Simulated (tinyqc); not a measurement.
Inside a calculation. Method: coherent transport through a tight-binding region between two chains. One step of it, computed by the program tinyqc.

Question. Transmission at E = 0.91 eV. Surface Green function g = (E - i sqrt(4 t^2 - E^2)) / (2 t^2); self-energy tc^2 g on each contact site; G = (E - H - Sigma)^(-1); Gamma = -2 Im Sigma; T = Gamma_L Gamma_R |G_LR|^2; local density of states -Im G_ii / pi.

H of the central region (eV):
```
           1          2          3          4
1   0.000000  -1.290000   0.000000  -1.290000
2  -1.290000   0.570000  -1.290000   0.000000
3   0.000000  -1.290000   0.570000  -1.290000
4  -1.290000   0.000000  -1.290000   0.000000
```

Leads: semi-infinite chains with site energy 0:

| parameter | value |
|---|---|
| lead hopping t (eV) | 1.160000 |
| coupling to the left lead (eV) | 0.410000 |
| coupling to the right lead (eV) | 0.600000 |
| left contact site | 1 |
| right contact site | 2 |

E = 0.910000 eV

Give: g; G; local density of states; transmission.

Answer.

g = 0.338-0.793i 1/eV

G (1/eV):
```
               1              2              3              4
1   0.815-0.099i   0.167-0.058i  -0.856+0.072i   0.058+0.039i
2   0.167-0.058i   0.748-0.173i   0.443-0.079i  -0.865+0.193i
3  -0.856+0.072i   0.443-0.079i   0.764-0.156i   0.131+0.120i
4   0.058+0.039i  -0.865+0.193i   0.131+0.120i   0.831-0.225i
```

local density of states (1/eV): 0.031  0.055  0.050  0.072

transmission = 4.77e-03
